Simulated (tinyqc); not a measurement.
Silicon n-p-n transistor, Gummel numbers and transit times: two steps of the calculation.

One-dimensional n-p-n transistor in the forward active mode at low injection. In the base p(x) = NB exp(-eta x/wb) and ni(x)^2 = ni^2 exp((g0 + g1 x/wb)/Vt); electrons leave the base at vsat; band spikes at the emitter junction and recombination inside the emitter are ignored.

Inputs (values chosen for the exercise); band and dielectric values close to those of silicon:
- T = 350 K (temperature)
- Eg = 1.14 eV (band gap)
- eps_r = 11.8 (relative permittivity)
- Nc = 3.54e19 cm^-3 (conduction-band density of states at T)
- Nv = 3.28e19 cm^-3 (valence-band density of states at T)
- vsat = 1.01e7 cm/s (saturation velocity)
- wb = 150 nm (neutral base width)
- NB = 1.4e17 cm^-3 (base doping at the emitter edge)
- eta = 0 (doping falls as exp(-eta x/wb))
- g0 = 0 eV (gap reduction at the emitter edge of the base)
- g1 = 0 eV (further gap reduction across the base (linear))
- Dn = 5.3 cm^2/s (electron diffusion coefficient in the base)
- NE = 2.1e20 cm^-3 (emitter doping)
- gE = 0.117 eV (gap reduction in the emitter (negative: wider gap))
- we = 89 nm (neutral emitter width)
- Dp = 0.96 cm^2/s (hole diffusion coefficient in the emitter)
- Se = 5e5 cm/s (recombination velocity at the emitter contact)
- tb = 8e-7 s (electron lifetime in the base)
- NC = 1.5e16 cm^-3 (collector doping)
- VCB = 1.6 V (collector-base reverse bias)

Constants: q = 1.602176634e-19 C, kB = 1.380649e-23 J/K, Vt = kB T/q, eps0 = 8.8541878128e-14 F/cm where lengths are in cm. Results are converted to the units shown.

Question 1. Base Gummel number and transit time. f(x) = p(x) ni^2/ni(x)^2; I(x) = integral from x to wb of f/Dn, plus f(wb)/vsat; base Gummel number GB = I(0); electron density per unit flux n/(J/q) = I/f; base transit time tauB = integral of I/f over the base. Trapezoid rule on 11 equal steps.

Wanted: x; f; I; I/f; GB; tauB.

Answer 1.

```
point	x (nm)	f (cm^-3)	I (s/cm^4)	I/f (s/cm)
0	0.0	1.400e17	4.101e11	2.929e-6
1	13.6	1.400e17	3.741e11	2.672e-6
2	27.3	1.400e17	3.380e11	2.415e-6
3	40.9	1.400e17	3.020e11	2.157e-6
4	54.5	1.400e17	2.660e11	1.900e-6
5	68.2	1.400e17	2.300e11	1.643e-6
6	81.8	1.400e17	1.940e11	1.385e-6
7	95.5	1.400e17	1.579e11	1.128e-6
8	109.1	1.400e17	1.219e11	8.709e-7
9	122.7	1.400e17	8.590e10	6.136e-7
10	136.4	1.400e17	4.988e10	3.563e-7
11	150.0	1.400e17	1.386e10	9.901e-8
```

GB = 4.101e11 s/cm^4
tauB = 22.71 ps

Question 2. Gain, Early voltage and collector delay. ni = sqrt(Nc Nv) exp(-Eg/(2 Vt)), Eg in volts; GE = NE exp(-gE/Vt)(we/Dp + 1/Se); JC = J0 exp(VBE/Vt), J0 = q ni^2/GB; gain limited by back injection GE/GB, by base recombination tb/tauB, together 1/beta = the sum of the inverses; collector layer one-sided, Wc = sqrt(2 eps0 eps_r (Vbc + VCB)/(q NC)), Vbc = Vt ln(p(wb) NC/ni^2), Cjc = eps0 eps_r/Wc; Early voltage VA = GB q p(wb)/(f(wb) Cjc [1/Dn - (eta + g1/Vt)/(wb vsat)]), f(wb) = p(wb) exp(-(g0 + g1)/Vt), p(wb) = NB exp(-eta); tauC = Wc/(2 vsat).

GB = 4.1008780e11 s/cm^4
tauB = 22.711564 ps

Find: ni; GE; J0; GE/GB; tb/tauB; beta; Wc; Cjc; VA; tauC.

Answer 2.

ni = 2.1125e11 cm^-3
GE = 4.8916e13 s/cm^4
J0 = 1.7435e-8 A/cm^2
GE/GB = 119.28
tb/tauB = 35224
beta = 118.88
Wc = 451.18 nm
Cjc = 0.23157 fF/um^2
VA = 15.038 V
tauC = 2.2336 ps

The gain is limited more by back injection into the emitter. beta VA = 1790 V.

Range of the model: The collector doping exceeds a tenth of the base doping at that edge, so the collector layer reaches noticeably into the base. Heavy doping makes emitter or base degenerate; gE and g0 are to be read as apparent gap changes that include this.

Numbers from tinyqc (`OMP_NUM_THREADS=1 python tinyqc.py 2320090 2320091 out.jsonl`; about 0.01 s on one thread of a shared Intel Xeon 2.30GHz).
